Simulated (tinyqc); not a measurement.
Incorporation against temperature: precursor delivery by bubblers, mass-transport growth and the solid composition of a III-V alloy. Computed by tinyqc, a small Python program. Command: `OMP_NUM_THREADS=1 python tinyqc.py 3006121 3006122 out.jsonl movpe_thermo walk`. One thread of a shared host (Intel(R) Xeon(R) Processor @ 2.30GHz), about 0.01 s of CPU time with the checks.

1 sccm = 44.615 micromol/min; 1 torr = 133.322 Pa. The sources decompose fully at the surface.

Inputs (values chosen for the exercise, modelled on trimethylgallium (source 1) and trimethylindium (source 2) for the vapour pressures):
```
quantity                                                                                                  value        unit
bath temperature T1                                                                                         278           K
bath temperature T2                                                                                         291           K
bubbler pressure p_b                                                                                       1400        torr
carrier flow F1                                                                                             2.6        sccm
carrier flow F2                                                                                             260        sccm
total flow F_t                                                                                              4.1         slm
group-V flow F_V                                                                                             60        sccm
reactor pressure p                                                                                          100        torr
growth temperature T                                                                                       1040           K
diffusivity at 273 K and 760 torr                                                                           0.4      cm^2/s
flow cross-section A                                                                                         27        cm^2
distance from the leading edge z                                                                             11          cm
lattice constant a                                                                                          5.8    angstrom
interaction L0 of the solid                                                                                 9.1      kJ/mol
log10 of p_B,eq over pure BC at 1000 K and 1 torr of group V (exaggerated: liquid indium has about -4.1)   -3.3  log10 torr
enthalpy of that equilibrium H                                                                              254      kJ/mol
```

Alloy: mixing on the group-III sites, with desorption of B.

constants a, b of source 1 (log10 torr, K): 8.052  1703

constants a, b of source 2 (log10 torr, K): 10.55  3014

Constants: k_B = 1.380649e-23 J/K; R = 8.314462618 J/(mol K).

Method:
- log10 p_v = a - b/T_bath; molar flow = F x 44.615 x p_v/(p_b - p_v) for a saturated bubbler.
- p_i = p n_i/(44615 F_t), F_t in slm; p_V = p F_V/(1000 F_t), counted per molecule supplied; V/III = 44.615 F_V/(n1 + n2); vapour fraction of source 2 = n2/(n1 + n2).
- Mean velocity u = (F_t/A)(760/p)(T/273); D = D0 (T/273)^1.75 (760/p); boundary layer delta = sqrt(pi D z/u); flux = D dp/(delta k_B T); growth rate = flux x a^3/4.
- A sticks fully. B desorbs: its surface pressure is p_B* = x gamma_B K/sqrt(p_V), ln gamma_B = L0 (1 - x)^2/(R T), K = 10^(log10 K at 1000 K) exp[-(H/R)(1/T - 1/1000)], p_V in torr. With equal diffusivities x = (p_2 - p_B*)/(p_1 + p_2 - p_B*). Growth rate = rate per torr x p_1/(1 - x).

p_2 = 0.00706573 torr

K/sqrt(p_V) = 0.00134152 torr

p_V = 1.46341 torr

vapour fraction of source 2 = 0.634746

p_1 = 0.00406585 torr

At fixed flows:
```
T (K)  K/sqrt(p_V) (torr)        x  share of B incorporated, 1 - p_B*/p_2
911            2.0949e-05  0.63423                                0.99779
966            1.4137e-04  0.63130                                0.98527
1018           7.1106e-04  0.61708                                0.92730
1056           2.0936e-03  0.57972                                0.79372
1102           7.0037e-03  0.42076                                0.41800
1148           2.1269e-02  0.14987                                0.10145
1202           7.0297e-02  0.04250                                0.02554
1284           3.5632e-01  0.00854                                0.00495
```

What does the comparison show, and why?

x equals the vapour fraction 0.635 while gamma_B K/sqrt(p_V) is small against p_1 + p_2 = 0.011 torr and falls once it is not. Between the last rows the apparent energy R d ln x/d(1/T) is 251 kJ/mol, against H = 254. Caution: the boundary layer is a quarter or more of the root of the cross-section, so it fills much of the channel and depletion along the flow matters.

Extremes, crossings and ranges named in words are read from the listed rows.
